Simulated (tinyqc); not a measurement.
Swing of the coupled dose with resist thickness: standing waves and exposure in a photoresist film.

Normal incidence from air. Unexposed resist: N1 = n1 + i k1 with k1 = (A + B) lam/(4 pi), lam in micrometres. r01 = (1 - N1)/(1 + N1), t01 = 2/(1 + N1). Below the resist lie the layer Na = na + i ka and the substrate Ns = ns + i ks: r12 = (r1a + ras x)/(1 + r1a ras x), x = exp(4 pi i Na da/lam), r1a = (N1 - Na)/(N1 + Na), ras = (Na - Ns)/(Na + Ns). With p = exp(2 pi i N1 d/lam), the field at depth z is E(z) = t01 [exp(2 pi i N1 z/lam) + r12 p^2 exp(-2 pi i N1 z/lam)]/(1 + r01 r12 p^2), the relative intensity I(z) = n1 |E(z)|^2 and the reflectance R = |(r01 + r12 p^2)/(1 + r01 r12 p^2)|^2.

Values chosen for the exercise (a resist on Al, indices near tabulated ones; the results hold for these values, not for the real material): lam = 365 nm (vacuum wavelength); n1 = 1.699 (resist index); A = 0.83 1/micrometre (bleachable absorption (Dill A)); B = 0.11 1/micrometre (fixed absorption (Dill B)); d = 1171 nm (resist thickness); ns = 0.404 (substrate n); ks = 4.437 (substrate k); na = 1.703 (n of the bottom antireflection layer); ka = 0.258 (its k); da = 23 nm (its thickness).

The mean of I is taken over 800 depths; the relative dose to clear is taken as 1/(mean of I over the lowest period, 60 depths), scaled to 1 in the first row.

Swing:

| d (nm) | R | mean I | relative dose |
|---|---|---|---|
| 1171.0 | 0.1559 | 0.6665 | 1.000 |
| 1188.9 | 0.0350 | 0.7530 | 0.895 |
| 1206.8 | 0.0087 | 0.7651 | 0.896 |
| 1224.7 | 0.1069 | 0.6816 | 1.019 |
| 1242.6 | 0.2018 | 0.6017 | 1.158 |
| 1260.5 | 0.2160 | 0.5834 | 1.191 |
| 1278.4 | 0.1419 | 0.6308 | 1.104 |
| 1296.3 | 0.0322 | 0.7036 | 1.000 |
| 1314.2 | 0.0088 | 0.7132 | 1.003 |
| 1332.1 | 0.0976 | 0.6424 | 1.127 |
| 1350.0 | 0.1852 | 0.5734 | 1.269 |
| 1367.9 | 0.1987 | 0.5573 | 1.304 |
| 1385.8 | 0.1302 | 0.5981 | 1.219 |

The period is 107.4 nm, six rows. The relative dose swings between 0.895 and 1.304, a ratio (max - min)/mean of 0.375, against the estimate 4 sqrt(|r01|^2 |r12|^2) exp(-(A + B) d) = 0.270 for the oscillating part alone; the ratio from the table also holds the slow rise from absorption, 21.9 % over two periods, so the two are not strictly comparable. The dose is least sensitive to thickness at an extremum; the lowest dose listed is at 1188.9 nm.

(tinyqc, `OMP_NUM_THREADS=1 python tinyqc.py 1652515 1652516 out.jsonl`, Intel(R) Xeon(R) Processor @ 2.30GHz, 1 thread, shared host, about 0.01 s.)
